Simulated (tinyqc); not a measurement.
## Ballistic conductance of a hard-wall strip of a two-dimensional electron gas by counting modes: conductance against size

Subband edges E_n = C (n pi/W)^2/m, n = 1, 2, ...; C = hbar^2/(2 m0). Every mode transmits fully; spin gives the factor 2 in 2 q^2/h, valleys the factor gv.

G = (2 q^2/h) gv M; at zero temperature M counts the edges below Ef, at T it is the sum of degeneracy times f. The smooth (Sharvin) count is kF W/pi, kF = sqrt(m Ef/C), and with the boundary term kF W/pi - 1/2. f = 1/(1 + exp((E_n - Ef)/Vt)).

Values chosen for this exercise:
- T = 300 K (temperature)
- m = 0.44 m0 (mass)
- gv = 1 (valleys)
- Ef = 0.211 eV (Fermi energy above the 2D band edge)

Constants: q = 1.602176634e-19 C, kB = 1.380649e-23 J/K, hbar = 1.054571817e-34 J s, h = 6.62607015e-34 J s, m0 = 9.1093837015e-31 kg, Vt = kB T/q, hbar^2/(2 m0) = 0.0380998212 eV nm^2. Results are converted to the units shown.

Result of one run:

| M at T = 0 | M at T | smooth count | with boundary term | G (uS) |
|---|---|---|---|---|
| 5 | 5.024 | 5.565 | 5.065 | 389.2 |

Which width W gave this result: 2.1, 3.1, 7.2, 11.2 or 12.2 nm?

W = 11.2 nm.

The whole series:

| W (nm) | M at T = 0 | M at T | smooth count | with boundary term | G (uS) |
|---|---|---|---|---|---|
| 2.1 | 1 | 0.6605 | 1.043 | 0.5435 | 51.18 |
| 3.1 | 1 | 0.9949 | 1.540 | 1.040 | 77.08 |
| 4.1 | 2 | 1.571 | 2.037 | 1.537 | 121.8 |
| 5.2 | 2 | 2.018 | 2.584 | 2.084 | 156.3 |
| 6.2 | 3 | 2.598 | 3.081 | 2.581 | 201.3 |
| 7.2 | 3 | 3.030 | 3.578 | 3.078 | 234.7 |
| 8.2 | 4 | 3.564 | 4.074 | 3.574 | 276.1 |
| 9.2 | 4 | 4.030 | 4.571 | 4.071 | 312.3 |
| 10.2 | 5 | 4.541 | 5.068 | 4.568 | 351.8 |
| 11.2 | 5 | 5.024 | 5.565 | 5.065 | 389.2 |
| 12.2 | 6 | 5.524 | 6.062 | 5.562 | 428.0 |

The integer count climbs from 1 to 6 in steps, and G from 51.2 to 428 uS. In the last row M at T is 8.9 % below the smooth count and 0.68 % below the count with the boundary term: hard walls push the wave away from the edge and cost modes. The largest gap between M at T and the integer count is 0.48.

Program tinyqc, `OMP_NUM_THREADS=1 python tinyqc.py 2740134 2740135 out.jsonl`; Intel Xeon 2.30GHz, shared host, one thread, about 0.08 s.
